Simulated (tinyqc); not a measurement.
From results back to parameters: k.p values derived from sp3s* tight binding at Gamma. Three cases, with inputs chosen for the exercise.

Problem. The electron mass obeys m0/m = A + Ep/EG, where A gathers the direct term and the higher bands, and Ep = P^2/c with c = hbar^2/2m0, P = (a/4)(sa pc Vsapc + sc pa Vscpa). The mass comes from a hidden Vscpa (s cation, p anion); sa, sc are the anion and cation parts of S+, the upper s level at Gamma, and pa, pc those of P-, the lower p level (P+ is the upper one).

Constants: hbar^2/2m0 = 3.80998211 eV angstrom^2.

Case 1.

Values chosen (out of a larger set: near a published set for AlAs, fitted to gaps, whose masses and valley positions are rough; not measured data): a = 5.665 angstrom (lattice constant); Vsapc = 5.076 eV (s anion, p cation).

m = 0.3148453 m0
A = -1.63497
EG = 3.123563 eV

sa, sc, pa, pc: 0.534982  -0.844864  0.885451  -0.464732

Case 2.

Values chosen (out of a larger set: near a published set for Ge, fitted to gaps, whose masses and valley positions are rough; not measured data): a = 5.663 angstrom (lattice constant); Vsapc = 5.466 eV (s anion, p cation).

m = 0.0651539 m0
A = -1.77341
EG = 0.918000 eV

sa, sc, pa, pc: 0.707107  -0.707107  0.707107  -0.707107

Case 3.

Values chosen (out of a larger set: near a published set for GaAs, fitted to gaps, whose masses and valley positions are rough; not measured data): a = 5.65 angstrom (lattice constant); Vsapc = 4.545 eV (s anion, p cation).

m = 0.1225605 m0
A = -1.57401
EG = 1.623492 eV

sa, sc, pa, pc: 0.551990  -0.833851  0.884789  -0.465991

Find: Ep; Vscpa.

Solution. Ep = (m0/m - A) EG gives |P|; both terms of P have the sign of sc pa, and the linear relation gives Vscpa. A is held fixed, though its part from P+ also depends on Vscpa.

Case 1.

Ep = 15.03 eV
Vscpa = 5.46 eV

Case 2.

Ep = 15.72 eV
Vscpa = 5.47 eV

Case 3.

Ep = 15.80 eV
Vscpa = 5.86 eV

Computed by tinyqc, one run a case: `OMP_NUM_THREADS=1 python tinyqc.py N N+1 out.jsonl` with N = 1480219, 1480268, 1480282; one thread of a shared Intel(R) Xeon(R) Processor @ 2.30GHz, about 0.01 s a run at most.
